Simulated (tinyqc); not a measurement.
Out-diffusion of a doped substrate or buried layer into a growing epitaxial film: one step, computed by the program tinyqc. Command: `OMP_NUM_THREADS=1 python tinyqc.py 3000380 3000381 out.jsonl buried walk`. One thread of a shared host (Intel(R) Xeon(R) Processor @ 2.30GHz), about 0.01 s of CPU time with the checks.

x is counted from the original substrate surface into the film, whose surface moves as x = v t. Substrate dopant has one diffusivity; the dopant of the film is taken as uniform.

Problem. Scales. D = D0 exp(-E/(k_B T)); growth time t = d/v; l = 2 sqrt(D t); growth number G = v t/l = d/l; 1 um = 1e-4 cm. Temperatures in kelvin are T(C) + 273.15.

Inputs (values chosen for the exercise, modelled on boron in silicon):
```
quantity              value    unit
prefactor D0           1.03  cm^2/s
activation energy E    3.52      eV
growth rate v           1.2  um/min
film thickness d       0.56      um
growth temperature T   1025       C
```

Film doping: same type as the substrate.

Constants: k_B = 8.617333262e-05 eV/K.

Give: diffusivity D; growth time t; length l; growth number G.

Solution.

diffusivity D = 2.2244e-14 cm^2/s

growth time t = 0.46667 min

length l = 0.015784 um

growth number G = 35.479

The surface outruns diffusion, so the film acts as an infinite medium.
